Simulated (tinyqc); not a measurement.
Atomic layer deposition: Langmuir saturation, growth per cycle and coating of deep features: one step, computed by the program tinyqc. Command: `OMP_NUM_THREADS=1 python tinyqc.py 3024786 3024787 out.jsonl ald walk`. One thread of a shared host (Intel(R) Xeon(R) Processor @ 2.30GHz), about 0.02 s of CPU time with the checks.

Precursor A sticks only on free sites, so a long enough pulse saturates; co-reactant B then frees the sites again.

Question. Flux and saturation time. Wall flux F = p/sqrt(2 pi M k_B T); rate of filling k_a = beta F/q; desorption k_d = 1e13 exp(-E_d/(k_B T)) per second. 1/m^2 = 1e-18/nm^2. Temperatures in kelvin are T(C) + 273.15.

Inputs (values chosen for the exercise, modelled on silicon dioxide from an aminosilane and ozone):
```
quantity,value,unit
precursor mass M,174,u
site density q,2.8,1/nm^2
sticking probability beta on free sites,0.022,-
precursor pressure p,4.4,Pa
temperature T,150,C
desorption energy E_d,1.46,eV
```

Constants: u = 1.6605390666e-27 kg; k_B = 1.380649e-23 J/K; k_B = 8.617333262e-05 eV/K.

Give: flux F; k_a; k_d; time to 99 % without desorption, ln(100)/k_a.

Answer.

flux F = 42724 1/(nm^2 s)

k_a = 335.7 1/s

k_d = 4.085e-05 1/s

time to 99 % without desorption, ln(100)/k_a = 0.01372 s
